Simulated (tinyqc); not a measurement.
# Permittivity of the insulator from five potentials

Question. A node lies on a semiconductor-insulator interface. Steps: hs = tb/3 down into the semiconductor, ho = tox/2 up into the insulator, hy = L/7 sideways. The flux balance of its box reads eox (hy/ho)(above - node) + eps_r (hy/hs)(below - node) + [(eps_r hs + eox ho)/(2 hy)](left + right - 2 node) - q Na (hs/2) hy/eps0 = 0. Find eox.

Values chosen for this exercise; semiconductor permittivity made up:
- eps_r = 11.8 (relative permittivity of the semiconductor)
- tb = 8 nm (half the body thickness)
- tox = 1 nm (insulator thickness)
- L = 43 nm (channel length)
- Na = 0 cm^-3 (acceptor density of the depleted body)

Constants: q = 1.602176634e-19 C, eps0 = 8.8541878128e-14 F/cm where lengths are in cm. Results are converted to the units shown.

psi (V): node 0.014498661, above -0.012674304, below 0.057805950, left -3.4801306e-4, right 0.075224030

Answer. The balance is linear in eox.

eox = 3.900

Program tinyqc, `OMP_NUM_THREADS=1 python tinyqc.py 2480058 2480059 out.jsonl`; Intel Xeon 2.30GHz, shared host, one thread, about 0.1 s.
